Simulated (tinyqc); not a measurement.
Frequency dispersion of an accumulation capacitance by border traps, distributed model: two steps of the calculation.

Traps spread evenly through the insulator exchange electrons with the semiconductor by tunnelling, with tau(x) = t0 exp(2 ka x) at depth x from the interface. The admittance per area Y seen at depth x obeys dY/dx = -Y^2/(i w eps0 eox) + q Nb ln(1 + i w tau)/tau, with Y(0) = i w Cs and w = 2 pi f; the gate sees Y(tox) = G + i w C. Working variable y = Y/(i w), in uF/cm^2. Cox = eps0 eox/tox.

Parameters, values chosen for the exercise; permittivity close to that of hafnium oxide: relative permittivity of the insulator eox = 18.7; insulator thickness tox = 7.1 nm; semiconductor capacitance in accumulation Cs = 2 uF/cm^2; density of border traps Nb = 8.1e18 cm^-3 eV^-1; decay constant of the wave function in the insulator ka = 5.2 1/nm; time constant of a trap at the interface t0 = 8e-9 s; frequency f = 10000 Hz; depth down to which the steps are taken xe = 1.2 nm.

Constants: q = 1.602176634e-19 C, eps0 = 8.8541878128e-14 F/cm where lengths are in cm. Results are converted to the units shown.

Problem 1. Midpoint steps through the active depth. In terms of y: dy/dx = -y^2/(eps0 eox) + s(x), s = q Nb ln(1 + z)/z, z = i w tau. 11 midpoint steps of h = xe/11: y_half = y + (h/2) y'(x, y), y(new) = y + h y'(x + h/2, y_half).

Give: x; s; y.

Solution 1.

x, point 0 to 11 (nm): [0, 0.1091, 0.2182, 0.3273, 0.4364, 0.5455, 0.6545, 0.7636, 0.8727, 0.9818, 1.091, 1.200]
s, point 0 to 11 (uF/(cm^2 nm)): [0.1298+0.0000i, 0.1298-0.0001i, 0.1298-0.0003i, 0.1298-0.0010i, 0.1297-0.0030i, 0.1289-0.0094i, 0.1218-0.0268i, 0.0877-0.0504i, 0.0398-0.0445i, 0.0142-0.0249i, 0.0047-0.0114i, 0.0015-0.0048i]
y, point 0 to 11 (uF/cm^2): [2.000+0.000i, 1.988+0.000i, 1.976+0.000i, 1.965+0.000i, 1.954+0.000i, 1.943-0.001i, 1.932-0.003i, 1.919-0.007i, 1.902-0.012i, 1.881-0.016i, 1.859-0.017i, 1.837-0.017i]

Problem 2. Capacitance and conductance at the gate. Beyond xe the traps are ignored, so 1/y(tox) = 1/y(xe) + (tox - xe)/(eps0 eox); C = Re y, G/w = -Im y, loss tangent G/(w C).

y at xe = 1.8367697-0.0174670i uF/cm^2

Wanted: y at the gate; C; G/w; loss tangent.

Solution 2.

y at the gate = 1.110-0.006i uF/cm^2
C = 1.110 uF/cm^2
G/w = 0.006381 uF/cm^2
loss tangent = 0.005747

Program tinyqc, `OMP_NUM_THREADS=1 python tinyqc.py 2202131 2202132 out.jsonl`; Intel Xeon 2.30GHz, shared host, one thread, about 0.4 s.
